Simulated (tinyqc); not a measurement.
# Minority carriers and saturation current of a heavily doped emitter: what changes with what

n-type, parabolic bands, full ionisation. eta = (EF - Ec)/kB T solves N = Nc F12(eta), F12(x) = (2/sqrt(pi)) int_0^infinity sqrt(u)/(1 + exp(u - x)) du. The gap shrinks rigidly by dEg = E1 [ln(N/N0) + sqrt(ln^2(N/N0) + 0.5)], an empirical law that is here taken as the true narrowing.

Values chosen for this exercise; band and dielectric values those of a made-up semiconductor:
- T = 300 K (temperature)
- Eg = 0.78 eV (band gap)
- Nc = 1.27e19 cm^-3 (conduction-band density of states at 300 K)
- Nv = 6.3e18 cm^-3 (valence-band density of states at 300 K)
- N = 3e18 cm^-3 (ionised donor density)
- E1 = 8.8 meV (energy of the narrowing law)
- N0 = 7.7e16 cm^-3 (density of the narrowing law)
- mup = 120 cm^2/(V s) (minority-hole mobility)
- Cn = 3.4e-31 cm^6/s (Auger coefficient)
- ts = 0.22 us (defect lifetime)
- W = 48 nm (emitter width)

Constants: q = 1.602176634e-19 C, kB = 1.380649e-23 J/K, Vt = kB T/q. Results are converted to the units shown.

Each table varies one quantity; the others keep the values above.

## Approximations to the Fermi level

With u = N/Nc: Boltzmann ln u; Joyce-Dixon ln u + 0.353553 u - 4.95009e-3 u^2 + 1.48386e-4 u^3 - 4.42563e-6 u^4; degenerate limit (3 sqrt(pi) u/4)^(2/3). The Einstein ratio is D/(mu Vt) = F12/Fm, Fm(x) = dF12/dx = (1/sqrt(pi)) int_0^infinity u^(-1/2)/(1 + exp(u - x)) du.

Result of one run:

| N (cm^-3) | N/Nc | eta | Boltzmann | Joyce-Dixon | degenerate | D/(mu Vt) |
|---|---|---|---|---|---|---|
| 3.1e18 | 0.2441 | -1.324 | -1.410 | -1.324 | 0.4722 | 1.086 |

What becomes of these results when the ionised donor density N is changed from 3.1e18 to 2.7e19 cm^-3, all else the same?

Result of the changed run:

| N (cm^-3) | N/Nc | eta | Boltzmann | Joyce-Dixon | degenerate | D/(mu Vt) |
|---|---|---|---|---|---|---|
| 2.7e19 | 2.126 | 1.485 | 0.7542 | 1.485 | 1.999 | 1.711 |

The whole series:

| N (cm^-3) | N/Nc | eta | Boltzmann | Joyce-Dixon | degenerate | D/(mu Vt) |
|---|---|---|---|---|---|---|
| 7.4e17 | 0.05827 | -2.822 | -2.843 | -2.822 | 0.1817 | 1.021 |
| 1.5e18 | 0.1181 | -2.094 | -2.136 | -2.094 | 0.2910 | 1.042 |
| 3.1e18 | 0.2441 | -1.324 | -1.410 | -1.324 | 0.4722 | 1.086 |
| 6.4e18 | 0.5039 | -0.5084 | -0.6853 | -0.5084 | 0.7656 | 1.176 |
| 1.3e19 | 1.024 | 0.3802 | 0.02335 | 0.3802 | 1.228 | 1.352 |
| 2.7e19 | 2.126 | 1.485 | 0.7542 | 1.485 | 1.999 | 1.711 |
| 5.6e19 | 4.409 | 2.958 | 1.484 | 2.958 | 3.251 | 2.399 |
| 1.2e20 | 9.449 | 5.241 | 2.246 | 5.235 | 5.404 | 3.724 |
| 2.4e20 | 18.90 | 8.479 | 2.939 | 8.290 | 8.578 | 5.787 |
| 4.9e20 | 38.58 | 13.74 | 3.653 | 8.640 | 13.80 | 9.244 |

Boltzmann is within 0.1 of eta up to N/Nc = 0.24, Joyce-Dixon within 0.01 up to 9.4, and the degenerate limit is off by 0.060 in the last row. The Einstein ratio rises from 1.02 to 9.24: degenerate carriers diffuse faster for the same mobility.

## Effect of the contact

ni = sqrt(Nc Nv) exp(-Eg/(2 Vt)), Eg in volts; degeneracy factor g = F12(eta) exp(-eta); nie^2 = ni^2 exp(dEg/kB T) g, p0 = nie^2/N; apparent narrowing dEg + kB T ln g. 1/tau = Cn N^2 + 1/ts, D = mup Vt, L = sqrt(D tau); J0 = (q p0 D/L)(s + tanh(W/L))/(1 + s tanh(W/L)), s = S L/D; the share recombining inside is 1 - 1/[cosh(W/L)(1 + tanh(W/L)/s)].

Result of one run:

| S (cm/s) | J0 (fA/cm^2) | share inside (%) |
|---|---|---|
| 80 | 4.470e5 | 31.34 |

What becomes of these results when the recombination velocity at the contact S is changed from 80 to 1500 cm/s, all else the same?

Result of the changed run:

| S (cm/s) | J0 (fA/cm^2) | share inside (%) |
|---|---|---|
| 1500 | 5.883e6 | 2.379 |

The whole series:

| S (cm/s) | J0 (fA/cm^2) | share inside (%) |
|---|---|---|
| 80 | 4.470e5 | 31.34 |
| 340 | 1.444e6 | 9.698 |
| 1500 | 5.883e6 | 2.379 |
| 6200 | 2.371e7 | 0.5882 |
| 26000 | 9.605e7 | 0.1430 |
| 1.1e5 | 3.609e8 | 0.03600 |
| 4.8e5 | 1.057e9 | 0.01043 |
| 2.1e6 | 1.897e9 | 0.004562 |
| 8.8e6 | 2.311e9 | 0.003239 |

J0 rises from 4.47e5 to 2.31e9 fA/cm^2, between the limits q p0 (D/L) tanh(W/L) = 1.40e5 and q p0 (D/L) coth(W/L) = 2.48e9; W/L = 0.0075, so passivating the contact can gain at most a factor of 17700.

Range of the model: Band tails, non-parabolic bands and incomplete ionisation are left out.

Program tinyqc, `OMP_NUM_THREADS=1 python tinyqc.py 2330171 2330172 out.jsonl`; Intel Xeon 2.30GHz, shared host, one thread, about 0.01 s.
